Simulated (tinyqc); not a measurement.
Deformation potentials from a strained empirical pseudopotential: one step. Form factors, unstrained and under a volume change.

Diamond lattice, no spin-orbit coupling. Atomic form factor V(q) = a1 (q^2 - a2)/(a3 exp(a4 q^2) - 1) in rydberg with q in 1/bohr, for the unstrained cell. Under a strain e the reciprocal vectors and k go over into (1 + e)^(-1) G, the atoms sit at +/- tau with tau = (1 + e) a (1,1,1)/8 - zeta a (eyz, ezx, exy)/4, and H(G,G') = c |k + G|^2 delta + (V(q)/det(1 + e)) cos(q.tau), q = G - G', with the term q = 0 left out; c = hbar^2/2m0. The basis is fixed before straining: all G with |k + G|^2 up to 16 (2 pi/a)^2. k is given in units of 2 pi/a of the unstrained cell.

Constants: a0 (Bohr radius) = 0.5291772105 angstrom.

Values chosen for the exercise (out of a larger set: near those of Si; not measured data):
- a = 5.422 angstrom (lattice constant)
- A = (0.536, 2.209, 2.064, 0.484) (a1 (Ry bohr^2), a2 (1/bohr^2), a3, a4 (bohr^2))
- h = 0.001 (size of the test strain)

Question. q^2 = n (2 pi/a)^2 a0^2 for the shells n = 3, 8, 11; for e = h 1, q^2 is divided by (1 + h)^2 and V by (1 + h)^3. Last column: the change divided by the relative change of volume, (1 + h)^3 - 1.

Give: Form factors.

Answer.

Form factors:
```
n   q^2 (1/bohr^2)    V (Ry)  V expanded (Ry)  dV/(dVol/Vol) (Ry)
3          1.12814  -0.22602         -0.22615             -0.0452
8          3.00838   0.05456          0.05417             -0.1315
11         4.13653   0.07234          0.07212             -0.0725
```

Computed by tinyqc, a small Python program: `OMP_NUM_THREADS=1 python tinyqc.py 1881195 1881196 out.jsonl` (the numbers bound the seed that draws the inputs); one thread of a shared host (Intel(R) Xeon(R) Processor @ 2.30GHz), about 0.2 s for the whole set of steps.
